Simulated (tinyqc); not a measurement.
# Mobility and doping from two currents

Question. A trap-free film with injecting contacts is fitted, with diffusion neglected, by J = q mu N V/Lf + (9/8) eps0 eps_r mu V^2/Lf^3. Find mu, N and the voltage at which both terms are equal.

Parameters, values chosen for the exercise:
- eps_r = 9.41 (relative permittivity)
- Lf = 940 nm (film thickness)

Constants: q = 1.602176634e-19 C, eps0 = 8.8541878128e-14 F/cm where lengths are in cm. Results are converted to the units shown.

J at 3.7 and 20 V (A/cm^2): 76.147305  1184.1884

Solution. J/V is a straight line in V: the slope gives mu and the intercept mu N.

mu = 2.100 cm^2/(V s)
N = 3.300e15 cm^-3
crossover voltage = 4.984 V

Program tinyqc, `OMP_NUM_THREADS=1 python tinyqc.py 2730016 2730017 out.jsonl`; Intel Xeon 2.30GHz, shared host, one thread, about 0.3 s.
